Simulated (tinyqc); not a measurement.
Band offset of a heterojunction with an interface dipole (two-band chains, self-consistent charge): one step. Levels and site charges. Four cases, with inputs chosen for the exercise.

Problem. Diagonalise, fill the lower half with two electrons each, and sum the electrons on the left (L) less one a site.

Give: levels; electrons on the sites; q.

Case 1.

H (eV):
```
,AL1,CL1,AL2,CL2,AL3,CL3,AR1,CR1,AR2,CR2,AR3,CR3
AL1,-1.625000,-2.010000,0,0,0,0,0,0,0,0,0,1.964485
CL1,-2.010000,1.625000,-2.010000,0,0,0,0,0,0,0,0,0
AL2,0,-2.010000,-1.625000,-2.010000,0,0,0,0,0,0,0,0
CL2,0,0,-2.010000,1.625000,-2.010000,0,0,0,0,0,0,0
AL3,0,0,0,-2.010000,-1.625000,-2.010000,0,0,0,0,0,0
CL3,0,0,0,0,-2.010000,1.625000,-1.964485,0,0,0,0,0
AR1,0,0,0,0,0,-1.964485,-5.375000,-1.920000,0,0,0,0
CR1,0,0,0,0,0,0,-1.920000,0.515000,-1.920000,0,0,0
AR2,0,0,0,0,0,0,0,-1.920000,-5.375000,-1.920000,0,0
CR2,0,0,0,0,0,0,0,0,-1.920000,0.515000,-1.920000,0
AR3,0,0,0,0,0,0,0,0,0,-1.920000,-5.375000,-1.920000
CR3,1.964485,0,0,0,0,0,0,0,0,0,-1.920000,0.515000
```

Solution.

levels (eV): -7.0535  -6.4757  -5.7552  -4.0091  -3.1748  -2.1999  0.8823  1.3392  2.0999  2.3726  3.3321  4.0620

electrons on the sites: AL1 1.4829, CL1 0.4025, AL2 1.5597, CL2 0.4083, AL3 1.5554, CL3 0.3266, AR1 1.7937, CR1 0.2416, AR2 1.7702, CR2 0.2429, AR3 1.7827, CR3 0.4333

q = -0.2644 electrons

Case 2.

H (eV):
```
,AL1,CL1,AL2,CL2,AR1,CR1,AR2,CR2
AL1,-1.620000,-2.370000,0,0,0,0,0,2.013132
CL1,-2.370000,1.620000,-2.370000,0,0,0,0,0
AL2,0,-2.370000,-1.620000,-2.370000,0,0,0,0
CL2,0,0,-2.370000,1.620000,-2.013132,0,0,0
AR1,0,0,0,-2.013132,-5.190000,-1.710000,0,0
CR1,0,0,0,0,-1.710000,4.170000,-1.710000,0
AR2,0,0,0,0,0,-1.710000,-5.190000,-1.710000
CR2,2.013132,0,0,0,0,0,-1.710000,4.170000
```

Solution.

levels (eV): -6.2559  -5.6913  -4.0864  -2.4126  2.3336  3.9000  4.8031  5.3695

electrons on the sites: AL1 1.6060, CL1 0.4752, AL2 1.5171, CL2 0.3767, AR1 1.8569, CR1 0.1048, AR2 1.8968, CR2 0.1666

q = -0.0250 electrons

Case 3.

H (eV):
```
,AL1,CL1,AL2,CL2,AL3,CL3,AR1,CR1,AR2,CR2,AR3,CR3
AL1,-0.740000,-2.060000,0,0,0,0,0,0,0,0,0,2.060000
CL1,-2.060000,0.740000,-2.060000,0,0,0,0,0,0,0,0,0
AL2,0,-2.060000,-0.740000,-2.060000,0,0,0,0,0,0,0,0
CL2,0,0,-2.060000,0.740000,-2.060000,0,0,0,0,0,0,0
AL3,0,0,0,-2.060000,-0.740000,-2.060000,0,0,0,0,0,0
CL3,0,0,0,0,-2.060000,0.740000,-2.060000,0,0,0,0,0
AR1,0,0,0,0,0,-2.060000,-2.130000,-2.060000,0,0,0,0
CR1,0,0,0,0,0,0,-2.060000,0.150000,-2.060000,0,0,0
AR2,0,0,0,0,0,0,0,-2.060000,-2.130000,-2.060000,0,0
CR2,0,0,0,0,0,0,0,0,-2.060000,0.150000,-2.060000,0
AR3,0,0,0,0,0,0,0,0,0,-2.060000,-2.130000,-2.060000
CR3,2.060000,0,0,0,0,0,0,0,0,0,-2.060000,0.150000
```

Solution.

levels (eV): -5.0248  -4.4589  -3.5697  -3.4712  -2.1590  -1.5246  0.8152  1.0026  2.4744  2.5909  3.4380  3.9468

electrons on the sites: AL1 1.2708, CL1 0.6253, AL2 1.3064, CL2 0.6246, AL3 1.3125, CL3 0.5777, AR1 1.4896, CR1 0.5848, AR2 1.4705, CR2 0.5885, AR3 1.4716, CR3 0.6780

q = -0.2828 electrons

Case 4.

H (eV):
```
,AL1,CL1,AL2,CL2,AR1,CR1,AR2,CR2
AL1,-0.740000,-1.800000,0,0,0,0,0,1.948846
CL1,-1.800000,0.740000,-1.800000,0,0,0,0,0
AL2,0,-1.800000,-0.740000,-1.800000,0,0,0,0
CL2,0,0,-1.800000,0.740000,-1.948846,0,0,0
AR1,0,0,0,-1.948846,-1.905000,-2.110000,0,0
CR1,0,0,0,0,-2.110000,0.265000,-2.110000,0
AR2,0,0,0,0,0,-2.110000,-1.905000,-2.110000
CR2,1.948846,0,0,0,0,0,-2.110000,0.265000
```

Solution.

levels (eV): -4.6891  -3.8008  -2.3340  -1.8113  1.2918  1.4169  3.2617  3.3847

electrons on the sites: AL1 1.2885, CL1 0.6080, AL2 1.3180, CL2 0.5766, AR1 1.4544, CR1 0.6348, AR2 1.4340, CR2 0.6857

q = -0.2088 electrons

Electrons move to the right, the side whose mid-gap lies lower.

Computed by tinyqc, one run a case: `OMP_NUM_THREADS=1 python tinyqc.py N N+1 out.jsonl` with N = 1480173, 1480287, 1480536, 1480697; one thread of a shared Intel(R) Xeon(R) Processor @ 2.30GHz, about 0.5 s a run at most.
